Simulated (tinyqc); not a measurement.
Cahn-Hilliard equation on a periodic one-dimensional grid. Changing the mean composition c0. Computed by tinyqc, a small Python program. Command: `OMP_NUM_THREADS=1 python tinyqc.py 3000897 3000898 out.jsonl cahn sweep`. One thread of a shared host (Intel(R) Xeon(R) Processor @ 2.30GHz), about 0.3 s of CPU time with the checks.

Free energy F = h sum_j [A (c_j^2 - 1)^2/4 + (kappa/2) ((c_(j+1) - c_j)/h)^2]; dc/dt = Lap(mu), mu = A (c^3 - c) - kappa Lap(c), Lap(y)_j = (y_(j+1) - 2 y_j + y_(j-1))/h^2, mobility 1; the grid has n = 12 points.

Inputs (values chosen for the exercise, in reduced units):
```
quantity                    value  unit
spacing h                     1.2     -
well depth A                  0.7     -
gradient coefficient kappa   0.45     -
noise amplitude               0.1     -
time step dt                 0.09     -
end time                       60     -
```

Scheme: explicit Euler.

random numbers: 0.859  -0.882  0.824  0.905  0.423  -0.219  -0.404  -0.562  -0.443  -0.211  -0.078  0.674

Method:
- f'' = A (3 c0^2 - 1). Mode m has lambda_m = (4/h^2) sin^2(pi m/n) and the rate w_m = -lambda_m (f'' + kappa lambda_m). In the continuum the fastest wavelength is 2 pi sqrt(2 kappa/|f''|) with the rate f''^2/(4 kappa). Explicit steps near c = +-1, where f'' = 2A, are stable for dt < 2/(16 kappa/h^4 + 8 A/h^2).
- Start: c_j = c0 + amplitude x (z_j - mean of z).
- c(new) = c + dt Lap(mu).
- Run to the end time; break off if |c| exceeds 3 or F has risen by more than 1e-9 in more than 30 steps. Domains = stretches with c > c0.

One run for each value:
```
mean composition c0  fastest wavelength  largest rate  F at the end       f''
-0.24                             7.833        0.1863         1.862  -0.57904
-0.12                             7.284        0.2492         1.888  -0.66976
0.00                              7.124        0.2722         1.925  -0.70000
0.12                              7.284        0.2492         1.812  -0.66976
0.24                              7.833        0.1863         1.003  -0.57904
```

What does the table show, and why?

Over the rows, fastest wavelength goes from 7.83 through a minimum among these rows, 7.12 at 0, to 7.83; largest rate goes from 0.186 through a maximum among these rows, 0.272 at 0, to 0.186; F at the end goes from 1.86 through a maximum among these rows, 1.93 at 0, to 1.00. The spinodal lies at |c0| = 1/sqrt(3) = 0.577, where the wavelength diverges and the rate vanishes. Left out: -0.480, -0.360, 0.360, 0.480 (no mode grows enough within the run).

Extremes, crossings and ranges named in words are read from the listed rows.
